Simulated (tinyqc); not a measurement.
## Internal photoemission over an interface barrier: threshold and yield against field

Electrons are excited from the valence band of a semiconductor over the barrier Phi(F) = P0 - sqrt(q F/(4 pi eps0 ei)), whose top lies at xm = sqrt(q/(16 pi eps0 ei F)). The yield is Y = A (hv - Phi)^p exp(-xm/l), with A = 1 here.

The yield is taken at hv = 2.86 eV.

Parameters, values chosen for the exercise; dielectric values close to those of zirconium oxide:
- P0 = 2.56 eV (barrier at zero field)
- ei = 4.69 (image-force permittivity)
- p = 3 (exponent of the yield)
- l = 1.7 nm (scattering length in the image well)

Constants: q = 1.602176634e-19 C, eps0 = 8.8541878128e-14 F/cm where lengths are in cm. Results are converted to the units shown.

Result of one run:
```
sqrt(F) ((MV/cm)^0.5),Phi (eV),xm (nm),Y
0.4359,2.484,2.010,0.01635
```

Which field in the dielectric F gave this result: 0.19, 0.35, 0.64, 2.1 or 3.9 MV/cm?

F = 0.19 MV/cm.

The whole series:
```
F (MV/cm),sqrt(F) ((MV/cm)^0.5),Phi (eV),xm (nm),Y
0.1,0.3162,2.505,2.771,0.008799
0.19,0.4359,2.484,2.010,0.01635
0.35,0.5916,2.456,1.481,0.02753
0.64,0.8000,2.420,1.095,0.04478
1.2,1.095,2.368,0.7998,0.07438
2.1,1.449,2.306,0.6046,0.1191
3.9,1.975,2.214,0.4436,0.2077
7.2,2.683,2.090,0.3265,0.3770
```

Phi is linear in sqrt(F) with slope -0.175 eV and intercept P0 = 2.56 eV. The yield grows by a factor of 42.8, of which 4.21 comes from less scattering, as xm shrinks from 2.77 to 0.327 nm, and the rest from the lower barrier. For F = 7.2 xm is within about two atomic layers of the interface, where the classical image potential fails.

Program tinyqc, `OMP_NUM_THREADS=1 python tinyqc.py 2410138 2410139 out.jsonl`; Intel Xeon 2.30GHz, shared host, one thread, about 0.01 s.
